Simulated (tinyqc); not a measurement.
## Short-channel transistor, virtual-source model with series resistance: effect of the temperature on the on and off currents

The current per gate width is the charge at the top of the source barrier (the virtual source) times its velocity times a saturation function; al and be are fitting constants of the model. Units: I in uA/um, Rs in ohm um, so I Rs = 1e-6 I Rs in volts; Q in uC/cm^2, so I = 1e-4 Q vx0 Fsat with vx0 in cm/s.

Intrinsic voltages Vg' = Vgs - I Rs, Vd' = Vds - 2 I Rs. n = n0 + nd Vd', VT = VT0 - dl Vd', Ff = 1/(1 + exp((Vg' - VT + al Vt/2)/(al Vt))), Q = Cinv n Vt ln(1 + exp((Vg' - VT + al Vt Ff)/(n Vt))), Vdsat = (vx0 L/mu)(1 - Ff) + Vt Ff, Fsat = u/(1 + u^be)^(1/be) with u = Vd'/Vdsat, and I = Q vx0 Fsat per width. I is solved self-consistently. Ion is I at Vgs = Vds = 0.75 V, Ioff at Vgs = 0, Vds = 0.75 V, and Rlin = Vds/I at Vgs = 0.75 V, Vds = 0.05 V. mu, vx0, VT0, dl and n0 are held fixed.

Parameters, values chosen for the exercise:

| symbol | value | unit | meaning |
|---|---|---|---|
| Cinv | 1.16 | uF/cm^2 | inversion capacitance |
| vx0 | 6.94e6 | cm/s | velocity at the virtual source |
| mu | 190 | cm^2/(V s) | apparent mobility |
| L | 90 | nm | channel length |
| VT0 | 0.44 | V | threshold at zero drain voltage |
| dl | 0.172 | V/V | drain-induced barrier lowering |
| n0 | 1.06 |  | subthreshold factor |
| nd | 0.2 | 1/V | growth of n with drain voltage |
| al | 3.5 |  | threshold shift (in units of Vt) from weak to strong inversion |
| be | 1.4 |  | sharpness of saturation |
| Rs | 200 | ohm um | series resistance of each contact |

Constants: q = 1.602176634e-19 C, kB = 1.380649e-23 J/K, Vt = kB T/q. Results are converted to the units shown.

Effect of the temperature on the on and off currents:

| T (K) | Ion (uA/um) | Ioff (nA/um) | log10(Ion/Ioff) | Rlin (ohm um) |
|---|---|---|---|---|
| 200 | 239.5 | 0.09788 | 6.389 | 1755 |
| 230 | 239.7 | 0.7661 | 5.495 | 1749 |
| 260 | 239.9 | 3.726 | 4.809 | 1742 |
| 290 | 240.2 | 13.01 | 4.266 | 1733 |
| 320 | 240.7 | 35.75 | 3.828 | 1722 |
| 350 | 241.2 | 82.14 | 3.468 | 1710 |
| 380 | 241.9 | 164.6 | 3.167 | 1696 |
| 410 | 242.7 | 296.6 | 2.913 | 1682 |

Read the table: what changes, and by how much?

As T goes from 200 to 410 K, Ion rises from 240 to 243 uA/um, Ioff rises from 0.0979 to 297 nA/um and Rlin falls from 1750 to 1680 ohm um. Ion changes by a factor of 1.01 and Ioff by 3030.

tinyqc, about 0.01 s, one thread, Intel Xeon 2.30GHz (shared host): `OMP_NUM_THREADS=1 python tinyqc.py 2380002 2380003 out.jsonl`
